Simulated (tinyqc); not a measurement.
Slater-Koster d bands of an fcc metal, step by step. Values are carried at full precision from step to step, so a last printed digit may differ when a step is redone from the rounded ones.

Slater-Koster d bands. For a bond with direction cosines (l, m, n) the 5 x 5 block is dds Ps + ddp Pp + ddd (1 - Ps - Pp), the projectors on sigma, pi and delta states about the bond; for instance <xy|xy> = 3 l^2 m^2 dds + (l^2 + m^2 - 4 l^2 m^2) ddp + (n^2 + l^2 m^2) ddd, <xy|yz> = 3 l m^2 n dds + l n (1 - 4 m^2) ddp + l n (m^2 - 1) ddd and <3z2-r2|3z2-r2> = (n^2 - (l^2 + m^2)/2)^2 dds + 3 n^2 (l^2 + m^2) ddp + (3/4)(l^2 + m^2)^2 ddd. H(k) sums the blocks times cos(k.R) over the neighbours; the d level is the zero of energy; k in 2 pi/a.

Values chosen for the exercise (of the size met in Ru; shifted at random, so the results belong to these values and not to a real crystal):

| symbol | value | unit | meaning |
|---|---|---|---|
| dds | -1.061 | eV | dd sigma |
| ddp | 0.732 | eV | dd pi |
| ddd | -0.117 | eV | dd delta |
| Es | 5.7 | eV | s level |
| sss | -1.06 | eV | ss sigma |
| sds | -0.49 | eV | sd sigma |
| k | (0.29, 0.36, 0.14) | 2 pi/a | wave vector |
| Nd | 7 |  | d electrons per atom |

## The block of one bond

Direction (1,1,0)/sqrt2; its eigenvalues must be dds once, ddp twice and ddd twice.

block (eV):
```
             xy      yz      zx   x2-y2   3z2-r2
xy      -0.8250       0       0       0   0.4088
yz            0  0.3075  0.4245       0        0
zx            0  0.4245  0.3075       0        0
x2-y2         0       0       0  0.7320        0
3z2-r2   0.4088       0       0       0  -0.3530
```

## Levels at Gamma

Neighbours: twelve at (a/2)(1,1,0) and equivalents.

Summing the blocks at k = 0 gives E(t2g) = 3 dds + 4 ddp + 5 ddd, E(eg) = 1.5 dds + 6 ddp + 4.5 ddd.

levels (eV): t2g (threefold) -0.8400, eg (twofold) 2.2740

The t2g level lies lower, by 3.1140 eV.

## The Hamiltonian at one k

An s orbital at Es couples to nearest neighbours alone: <s|s> = sss, <s|xy> = sqrt3 l m sds (cyclic), <s|x2-y2> = (sqrt3/2)(l^2 - m^2) sds, <s|3z2-r2> = (n^2 - (l^2 + m^2)/2) sds.

Sum over the neighbours.

H(k) (eV):
```
              s       xy       yz       zx    x2-y2   3z2-r2
s        0.6086   1.2136   0.6539   0.5711  -0.1437  -0.2048
xy       1.2136   0.2948  -0.5713  -0.6542        0  -1.1690
yz       0.6539  -0.5713  -0.2682  -1.2140  -0.5455   0.3150
zx       0.5711  -0.6542  -1.2140  -1.0352   0.4764   0.2750
x2-y2   -0.1437        0  -0.5455   0.4764   0.4568  -0.3182
3z2-r2  -0.2048  -1.1690   0.3150   0.2750  -0.3182   1.3636
```

## Levels and character

Diagonalise H; t2g is xy, yz, zx and eg the other two.

levels (eV): -2.6941  -0.5685  -0.1376  0.7674  1.4635  2.5897

weights:
```
     band 1  band 2  band 3  band 4  band 5  band 6
s     0.132   0.072   0.022   0.411   0.218   0.144
t2g   0.867   0.615   0.480   0.271   0.399   0.367
eg    0.001   0.312   0.499   0.317   0.383   0.489
```

## Levels at points of symmetry

Coordinates: G (0, 0, 0), X (1, 0, 0), W (1, 0.5, 0), L (0.5, 0.5, 0.5), K (0.75, 0.75, 0); the others lie half way.

Levels (eV):

| k | band 1 | band 2 | band 3 | band 4 | band 5 | band 6 |
|---|---|---|---|---|---|---|
| G | -7.020 | -0.840 | -0.840 | -0.840 | 2.274 | 2.274 |
| G-X 0.5 | -3.300 | -1.715 | 1.230 | 1.230 | 1.763 | 2.928 |
| X | -5.760 | -5.349 | 3.300 | 3.300 | 3.582 | 10.191 |
| W | -2.928 | -1.230 | -1.230 | 1.301 | 3.300 | 10.051 |
| L | -4.264 | -1.326 | -1.326 | 3.024 | 3.024 | 6.568 |
| L-G 0.5 | -3.030 | -0.279 | -0.279 | 0.252 | 1.845 | 1.845 |
| K | -4.317 | -2.538 | 1.230 | 1.926 | 2.928 | 9.729 |

On these points the bands run from -7.020 (G) to 10.191 eV (X).

## Second moment and the rectangular band

mu2 = z (dds^2 + 2 ddp^2 + 2 ddd^2)/5 per orbital, with z = 12. A rectangular band with the same mu2 has width W = sqrt(12 mu2), Fermi level W (Nd/10 - 1/2) and bond energy -W Nd (10 - Nd)/20 (Friedel).

mu2 = 5.3394 eV^2
W = 8.0045 eV
Fermi level = 1.6009 eV
bond energy per atom = -8.4048 eV

The bond energy is the attractive part alone; the repulsion between atoms, left out, cancels a large share of it in the cohesive energy.

## Checks

- Levels at Gamma from the formulas against H(0): they agree to 1e-10 or better.
- Second moment from the formula against the mean square level on the mesh: both 5.33939.

tinyqc: `OMP_NUM_THREADS=1 python tinyqc.py 1480859 1480860 out.jsonl`; about 0.07 s, one thread, shared Intel(R) Xeon(R) Processor @ 2.30GHz.
